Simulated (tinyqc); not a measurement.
Film and buried-oxide thickness from two coupling ratios.

Problem. In a depleted film -dVT/dVb is k1 = Cs Cbox/(Cox (Cs + Cbox)) for a front channel and k2 = Cbox (Cox + Cs)/(Cox Cs) for a back channel, with Cox = eps0 eox/tox, Cs = eps0 eps_r/ts, Cbox = 3.9 eps0/tb. Find ts and tb.

Inputs (values chosen for the exercise); band and dielectric values close to those of silicon:
```
symbol,value,unit,meaning
eps_r,11.5,,relative permittivity
eox,3.9,,relative permittivity of the gate insulator (close to silicon dioxide)
tox,4.2,nm,insulator thickness
```

coupling ratios for a front and a back channel: [0.079115479, 0.19347826]

Answer. With y = Cox/Cs and z = Cox/Cbox, 1/k1 = y + z and k2 = (1 + y)/z, so y = (k2/k1 - 1)/(1 + k2); the thicknesses follow from y and z.

ts = 15.00 nm
tb = 48.00 nm

Program tinyqc, `OMP_NUM_THREADS=1 python tinyqc.py 2190113 2190114 out.jsonl`; Intel Xeon 2.30GHz, shared host, one thread, about 0.5 s.
